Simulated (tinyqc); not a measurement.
# Arrhenius plot from several rate windows

Emission rate en = sn vth(T) Nc(T) exp(-Et/kB T) = sn g T^2 exp(-Et/kB T), g = vth Nc/(300 K)^2, as vth goes as T^0.5 and Nc as T^1.5 (degeneracy factor 1). Here the cross-section is thermally activated, sn exp(-Eb/kB T) with Eb = 0.06 eV. Each window ew gives the temperature where en = ew.

Inputs (values chosen for the exercise); material values close to those of gallium nitride: conduction-band density of states at 300 K Nc = 2.29e18 cm^-3; thermal velocity at 300 K vth = 2.6e7 cm/s; depth of the trap below the conduction edge Et = 0.66 eV; capture cross-section sn = 1.3e-16 cm^2.

Constants: q = 1.602176634e-19 C, kB = 1.380649e-23 J/K. Results are converted to the units shown.

Result of one run:
```
ew (1/s)	T peak (K)	q/kB T (1/eV)	ln(ew/T^2)	ln ew
430	474.2	24.47	-6.259	6.064
```

What becomes of these results when the rate window ew is changed from 430 to 140 1/s, all else the same?

Result of the changed run:
```
ew (1/s)	T peak (K)	q/kB T (1/eV)	ln(ew/T^2)	ln ew
140	448.4	25.88	-7.270	4.942
```

The whole series:
```
ew (1/s)	T peak (K)	q/kB T (1/eV)	ln(ew/T^2)	ln ew
1.7	368.8	31.46	-11.29	0.5306
5.1	386.0	30.06	-10.28	1.629
15	404.4	28.69	-9.297	2.708
47	425.9	27.25	-8.258	3.850
140	448.4	25.88	-7.270	4.942
430	474.2	24.47	-6.259	6.064
1300	502.4	23.10	-5.269	7.170
3900	533.8	21.74	-4.291	8.269
```

The peak rises from 369 to 534 K. ln(ew/T^2) against q/kB T is a straight line of slope -0.7200 eV, which is Et + Eb and not Et = 0.66 eV: a capture barrier adds to the activation energy. Its intercept gives sn = 1.30e-16 cm^2. Leaving out the T^2 gives 0.7960 eV, too high by about 2 kB T.

Numbers from tinyqc (`OMP_NUM_THREADS=1 python tinyqc.py 2050084 2050085 out.jsonl`; about 0.01 s on one thread of a shared Intel Xeon 2.30GHz).
